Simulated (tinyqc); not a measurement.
Chemical-mechanical planarisation: Preston law, pattern density and step-height reduction: one step, computed by the program tinyqc. Command: `OMP_NUM_THREADS=1 python tinyqc.py 3031910 3031911 out.jsonl cmp walk`. One thread of a shared host (Intel(R) Xeon(R) Processor @ 2.30GHz), about 0.01 s of CPU time with the checks.

A row of 10 cells, repeated periodically, holds raised features that cover a share rho of each cell.

Question. Effective density. The stiff pad averages the density: rho_eff(i) = sum_j w_ij rho_j / sum_j w_ij, w = exp(-2 d^2/L^2), L the planarisation length and d the distance between cell centres, summed over all periodic images of cell j.

Inputs (values chosen for the exercise, close to those used for oxide polishing): cell size = 1.8 mm; planarisation length = 1.8 mm.

local pattern densities, cell by cell: [0.9, 0.6, 0.7, 0.9, 0.1, 0.1, 0.8, 0.3, 0.3, 0.8]

Give: normalised weights (images included) for cells 0, 1, 2, ... apart; effective densities.

Answer.

normalised weights (images included) for cells 0, 1, 2, ... apart: [0.78657, 0.10645, 0.00026, 0.00000, 0.00000, 0.00000]

effective densities: [0.85721, 0.64271, 0.71054, 0.79326, 0.18550, 0.17478, 0.67194, 0.35330, 0.35352, 0.75723]

Local densities span 0.1 to 0.9, effective ones 0.175 to 0.857.
